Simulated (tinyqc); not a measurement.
Trap density from two Hall measurements.

Inverse problem. p-type body, charge-sheet picture, full ionisation (an idealisation for deep acceptors), Boltzmann statistics for free electrons. e = Ec - EF at the surface. psi = Eg - Vt ln(Nv/Na) - e; N_dep = sqrt(2 eps0 eps_r Na (psi - Vt)/q); n_f = sqrt(N_dep^2 + 2 eps0 eps_r Vt Nc exp(-e/Vt)/q) - N_dep; Vg = Vfb + psi + q (N_dep + n_t + n_f)/Cox, Cox = eps0 eox/tox. Find e and n_t at both points and the mean trap density between them.

Parameters, values chosen for the exercise; band and dielectric values close to those of 4H silicon carbide: temperature T = 300 K; band gap Eg = 3.26 eV; relative permittivity eps_r = 9.71; conduction-band density of states at T Nc = 1.69e19 cm^-3; valence-band density of states at T Nv = 2.5e19 cm^-3; relative permittivity of the insulator eox = 3.9; insulator thickness tox = 68 nm; acceptor density Na = 1.8e17 cm^-3; flat-band voltage without trapped charge Vfb = -2.48 V.

Constants: q = 1.602176634e-19 C, kB = 1.380649e-23 J/K, Vt = kB T/q, eps0 = 8.8541878128e-14 F/cm where lengths are in cm. Results are converted to the units shown.

Vg (V): 8.4105238  10.277360
free sheet density from the Hall effect (cm^-2): 2.4245200e8  1.2770860e10

Solution. Each n_f fixes e; what the gate voltage holds beyond psi, N_dep and n_f is trapped; the difference quotient is the density, smeared over a few Vt.

e (eV): 0.215  0.112
n_t (cm^-2): 1.63e11  6.68e11
mean trap density = 4.90e12 cm^-2 eV^-1

Numbers from tinyqc (`OMP_NUM_THREADS=1 python tinyqc.py 2222099 2222100 out.jsonl`; about 0.02 s on one thread of a shared Intel Xeon 2.30GHz).
